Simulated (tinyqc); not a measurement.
Cabrera-Mott growth of a thin oxide under its own electric field: one step, computed by the program tinyqc.

Electrons cross the film freely and set a fixed potential V across it; the field V/x lowers the barrier for ions entering the oxide.

Problem. Thickness after time t. u = u0 exp(-W/(k_B T)), X1 = z b V/(k_B T) with V in volts and k_B T in eV; dx/dt = u exp(X1/x). t(x) = int_(x0)^x dx / (dx/dt) by Gauss-Legendre quadrature (80 points on each side of (x0 + 2 x)/3), solved for x.

Inputs (values chosen for the exercise, for a model metal):
```
quantity               value      unit
Mott potential V        0.53         V
temperature T            550         K
starting thickness x0      5  angstrom
time t                    10         s
```

Backward hops: ignored.

u = 0.07197976 angstrom/s

X1 = 22.36507 angstrom

Give: thickness x; rate at time t; field at time t.

Solution.

thickness x = 13.130 angstrom

rate at time t = 0.39534 angstrom/s

field at time t = 4.0366 MV/cm

X1/x = 1.70: the field still helps, moderately. Caution: X1/x is small, so backward hops, left out here, would cut the rate.
